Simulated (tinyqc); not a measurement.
Deep-level transient spectroscopy: amplitude against reverse bias.

Schottky contact on an n-type layer with shallow donors Nd (all ionised) and a donor-like deep trap, neutral when filled and positive when empty; depletion approximation. Traps within lam of the depletion edge stay filled. A long pulse to Vp fills the traps beyond x1 = Wp - lam; back at Vr those between x1 and x2 = Wr - lam emit. A rate window reads S = C(t2) - C(t1).

lam = sqrt(2 eps0 eps_r (EF - ET)/(q Nd)), EF - ET = Et - (kB T/q) ln(Nc(T)/Nd), Nc(T) = Nc (T/300 K)^1.5. In the steady state at the band bending V, 2 eps0 eps_r V/q = Nd W^2 + Nt (W - lam)^2 (the second term only if W > lam). W(t)^2 = Wr^2 + (Nt/Nd)(x2^2 - x1^2) exp(-en t), C = eps0 eps_r/W; for small Nt, dC/C = -(Nt/2 Nd) G exp(-en t) with G = (x2^2 - x1^2)/Wr^2. Listed at t = 0.

Inputs (values chosen for the exercise); material values close to those of gallium arsenide: relative permittivity eps_r = 13; conduction-band density of states at 300 K Nc = 4.43e17 cm^-3; shallow donor density Nd = 2.2e16 cm^-3; built-in voltage Vbi = 0.7 V; depth of the trap below the conduction edge Et = 0.12 eV; trap density Nt = 2.4e14 cm^-3; reverse bias during the filling pulse Vp = 0.7 V; temperature of the transient T = 86 K.

Constants: q = 1.602176634e-19 C, kB = 1.380649e-23 J/K, eps0 = 8.8541878128e-14 F/cm where lengths are in cm. Results are converted to the units shown.

Amplitude against reverse bias:
```
Vr (V)  Wr (nm)       G  dC(0)/C (%)  2 Nd |dC|/C (cm^-3)
1.2       351.2  0.1940      -0.1056             4.648e13
2.8       476.4  0.4677      -0.2542             1.118e14
4.5       580.5  0.5888      -0.3196             1.406e14
6.1       663.7  0.6532      -0.3544             1.559e14
7.8       741.9  0.6982      -0.3787             1.666e14
9.4       808.7  0.7285      -0.3950             1.738e14
11.1      874.0  0.7530      -0.4082             1.796e14
12.7      931.3  0.7712      -0.4180             1.839e14
```

What does the table show?

G rises from 0.194 to 0.771, since lam = 85.4 nm and x1 weigh less in a wider layer. The simple estimate 2 Nd |dC|/C reaches 19.4 % of the true Nt in the first row and 76.6 % in the last. In every row T is below 110 K, where shallow donors begin to freeze out; the model keeps them ionised.

Numbers from tinyqc (`OMP_NUM_THREADS=1 python tinyqc.py 2050076 2050077 out.jsonl`; about 0.01 s on one thread of a shared Intel Xeon 2.30GHz).
